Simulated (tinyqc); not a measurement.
Superjunction drift layer against a plain one, charge balance: one step of the calculation.

Alternating n and p pillars of equal width wp, doping N and length Lp. When depleted, the lateral field peaks at Ex = q N wp/(2 eps0 eps_r) at the pillar junctions and a uniform vertical field Ey is added; breakdown is taken where Ex^2 + Ey^2 = Ef^2. Only the n pillars conduct, narrowed by the zero-bias depletion. A first-order model: the field peaks at the pillar ends are left out.

Question. Thickness and resistance of the plain layer. Ec(N) = E16 (N/1e16 cm^-3)^(1/8), mu(N) = mi + (mx - mi)/(1 + (N/Nr)^0.9). W = 2 BV/Ec, Rsp = W/(q mu N).

Inputs (values chosen for the exercise); values close to those of 4H silicon carbide: critical field at a doping of 1e16 cm^-3 E16 = 2.56 MV/cm; mobility at low doping mx = 981 cm^2/(V s); mobility at high doping mi = 40.4 cm^2/(V s); reference doping of the mobility Nr = 2e17 cm^-3; wanted breakdown voltage BV = 5500 V.

Constants: q = 1.602176634e-19 C. Results are converted to the units shown.

N of the plain layer = 2.1650611e15 cm^-3

Wanted: mu; W; Rsp.

Answer.

mu = 965.26 cm^2/(V s)
W = 52.026 um
Rsp = 15.538 mohm cm^2

Computed by the program tinyqc: `OMP_NUM_THREADS=1 python tinyqc.py 2590120 2590121 out.jsonl`, one thread of a shared Intel Xeon 2.30GHz, about 0.01 s for the whole run.
